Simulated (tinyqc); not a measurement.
Inputs raised by 2 %, one at a time: implant damage, amorphisation by cascade overlap, and solid-phase epitaxial regrowth. Computed by tinyqc, a small Python program. Command: `OMP_NUM_THREADS=1 python tinyqc.py 3113123 3113124 out.jsonl sper sens`. One thread of a shared host (Intel(R) Xeon(R) Processor @ 2.30GHz), about 0.02 s of CPU time with the checks.

Range and width of the damage are inputs. Dynamic annealing enters only through the surviving share f.

Inputs (values chosen for the exercise, modelled on indium ions in germanium):
```
quantity                           value    unit
atomic density N                    44.2  1/nm^3
ion Z1                                49       -
ion mass M1                        114.8       u
target Z2                             32       -
target mass M2                     72.63       u
ion energy E                         170     keV
displacement energy E_d               16      eV
depth of the damage peak R_d          70      nm
width of the damage profile s_d       45      nm
share of defects that survive f     0.73       -
critical displaced share x_c        0.14       -
dose Q                             6e+14  1/cm^2
regrowth prefactor v0            2.2e+16    nm/s
regrowth energy E_a                 2.15      eV
anneal temperature                   407       C
rate relative to (100)              0.33       -
peak enhancement by the dopant         9       -
ramp rate                             12     K/s
```

Constants: a_0 = 0.529177210903 angstrom; e^2/(4 pi eps_0) = 14.39964548 eV angstrom; k_B = 8.617333262e-05 eV/K.

Method:
- Robinson partition: eps = E a M2/(Z1 Z2 (e^2/(4 pi eps_0)) (M1 + M2)), a = 0.8853 a_0/sqrt(Z1^(2/3) + Z2^(2/3)); k = 0.0793 Z1^(2/3) Z2^(1/2) (M1 + M2)^(3/2)/((Z1^(2/3) + Z2^(2/3))^(3/4) M1^(3/2) M2^(1/2)); damage energy T_d = E/(1 + k (eps + 0.40244 eps^(3/4) + 3.4008 eps^(1/6))); displacements nu = 0.8 T_d/(2 E_d).
- Displaced share x(z) = f nu Q exp(-(z - R_d)^2/(2 s_d^2))/(sqrt(2 pi) s_d N); the layer is amorphous where x > x_c, between R_d -/+ s_d sqrt(2 ln(x_max/x_c)), the upper edge being cut at the surface. Threshold dose Q_c = Q x_c/x_max.
- Displaced atoms per area beyond the lower edge z2: f nu Q (1/2) erfc((z2 - R_d)/(sqrt2 s_d)); they are not removed by regrowth.
- v = v0 x orientation factor x exp(-E_a/(k_B T)) x [1 + (enhancement - 1) exp(-(z - R_d)^2/(2 s_d^2))], T = anneal temperature + 273.15 K; the dopant is taken to follow the damage profile; the lower front moves from the lower edge z2 to the surface, or to the middle (z1 + z2)/2 of a buried layer with upper edge z1; time = int dz/v; the equivalent undoped distance is that time times the undoped velocity.
- On a linear ramp from 200 C regrowth ends at the T_f where int v_undoped dT/(ramp rate) equals the equivalent undoped distance.

Runs; columns: (1) input moved; (2) from; (3) to; (4) threshold dose Q_c (1/cm^2); (5) lower edge (nm); (6) displaced atoms beyond z2 (1/cm^2); (7) temperature at which regrowth ends (C):
```
(1)                                    (2)     (3)        (4)    (5)        (6)    (7)
base run                                 -       -  3.240e+13  178.7  1.014e+16  474.7
displacement energy E_d (eV)            16   16.32  3.305e+13  178.4  1.017e+16  474.6
width of the damage profile s_d (nm)    45    45.9  3.305e+13  180.5  1.037e+16  474.8
critical displaced share x_c          0.14  0.1428  3.305e+13  178.4  1.037e+16  474.6
regrowth energy E_a (eV)              2.15   2.193  3.240e+13  178.7  1.014e+16  489.2
peak enhancement by the dopant           9    9.18  3.240e+13  178.7  1.014e+16  474.4
ramp rate (K/s)                         12   12.24  3.240e+13  178.7  1.014e+16  475.1
```

Exponents ln(y'/y) / ln(x'/x):
```
input                            threshold dose Q_c  lower edge  displaced atoms beyond z2  temperature at which regrowth ends
displacement energy E_d                           1      -0.104                      0.137                              -0.014
width of the damage profile s_d                   1       0.505                      1.137                               0.009
critical displaced share x_c                      1      -0.104                      1.137                              -0.014
regrowth energy E_a                               0       0.000                      0.000                               1.522
peak enhancement by the dopant                    0       0.000                      0.000                              -0.034
ramp rate                                         0       0.000                      0.000                               0.045
```

Which inputs matter most for each result?

Among the inputs moved here: threshold dose Q_c answers most in size to displacement energy E_d (exponent +1.000), and about equally to width of the damage profile s_d (+1.000), critical displaced share x_c (+1.000); its exponent is below 0.0005 for regrowth energy E_a, peak enhancement by the dopant, ramp rate. Its exponent +1.000 in displacement energy E_d: displacements go as 1/E_d. Its exponent +1.000 in width of the damage profile s_d: the same damage spread over more depth. Lower edge answers most in size to width of the damage profile s_d (exponent +0.505), next to displacement energy E_d (-0.104); its exponent is below 0.0005 for regrowth energy E_a, peak enhancement by the dopant, ramp rate. Displaced atoms beyond z2 answers most in size to width of the damage profile s_d (exponent +1.137), and about equally to critical displaced share x_c (+1.137); its exponent is below 0.0005 for regrowth energy E_a, peak enhancement by the dopant, ramp rate. Temperature at which regrowth ends answers most in size to regrowth energy E_a (exponent +1.522), next to ramp rate (+0.045).

Extremes, crossings and ranges named in words are read from the listed rows.
